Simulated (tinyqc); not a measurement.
# Changing the Casimir length L

Model: Debye-Callaway model of lattice thermal conductivity. Computed by tinyqc, a small Python program. Command: `OMP_NUM_THREADS=1 python tinyqc.py 3025293 3025294 out.jsonl callaway sweep`. One thread of a shared host (Intel(R) Xeon(R) Processor @ 2.30GHz), about 0.02 s of CPU time with the checks.

Three acoustic branches with one velocity v, cut at omega_D = k_B Theta/hbar; x = hbar omega/(k_B T). v and Theta are separate inputs: Theta cuts off the heat-carrying modes, so C need not reach 3 k_B/V. gamma is an effective value that sets the umklapp rate.

Inputs (values chosen for the exercise, modelled on indium phosphide): sound velocity v = 3350 m/s; Debye temperature Theta = 320 K; volume per atom V = 25.3 angstrom^3; mean atomic mass M = 72.9 u; effective Grueneisen parameter gamma = 1.56; umklapp exponent divisor b = 3; vacancy fraction n_v = 3.9e-06; normal-process factor f_N = 0.34; temperature T = 300 K.

Sample: crystal. Point defects: vacancies. Normal processes: included.

Constants: k_B = 1.380649e-23 J/K; hbar = 1.054571817e-34 J s; u = 1.6605390666e-27 kg.

Method:
- A vacancy counts as a mass defect Delta M/M = -3 (the missing mass and twice its bonds), so Gamma = 9 n_v. A = V Gamma/(4 pi v^3).
- Rates: point defects A omega^4; umklapp B omega^2 T exp(-Theta/(b T)) with B = hbar gamma^2/(M v^2 Theta); normal processes f_N B omega^2 T (T/Theta)^2. Boundaries: v/L.
- kappa_1 = c int tau_C g dx, g = x^4 e^x/(e^x - 1)^2, c = (k_B/(2 pi^2 v)) (k_B T/hbar)^3, over 0 < x < min(Theta/T, 40), by 96 Gauss-Legendre points in s with x = x_max s^2; 1/tau_C = 1/tau_R + 1/tau_N; kappa_2 = c [int (tau_C/tau_N) g dx]^2 / int (tau_C/(tau_N tau_R)) g dx; kappa = kappa_1 + kappa_2.
- Heat capacity C = 3 c int g dx / v^2; grey free path 3 kappa/(C v); the median free path v tau_C halves kappa_1 when the quadrature points are ordered by free path (each counted at half its weight, interpolated in the logarithm); likewise at 10 % and 90 %.

One run for each value:
```
Casimir length L (micrometre)  kappa (W/(m K))  grey free path (nm)  median free path (nm)
0.02                                    16.823               11.649                 10.108
0.075                                   31.352               21.710                 18.413
0.28                                    43.318               29.996                 26.802
1.1                                     50.728               35.127                 33.946
4                                       54.429               37.690                 38.668
15                                      56.402               39.056                 41.684
56                                      57.414               39.757                 43.429
210                                     57.937               40.119                 44.376
800                                     58.209               40.307                 44.881
3000                                    58.347               40.403                 45.141
```

Describe and explain the trends.

Over the rows, kappa (W/(m K)) rises from 16.8 to 58.3 (exponent d ln y / d ln x 0.47 between the first rows and 0.0018 between the last); grey free path (nm) rises from 11.6 to 40.4 (exponent d ln y / d ln x 0.47 between the first rows and 0.0018 between the last); median free path (nm) rises from 10.1 to 45.1 (exponent d ln y / d ln x 0.45 between the first rows and 0.0044 between the last). At the high end the exponent of kappa is 0.00, close to 0: the sample is bulk-like. Kappa falls to half its value in the last row at about 0.062 micrometre, against a grey free path of 0.040 and a median one of 0.045 micrometre in that row.
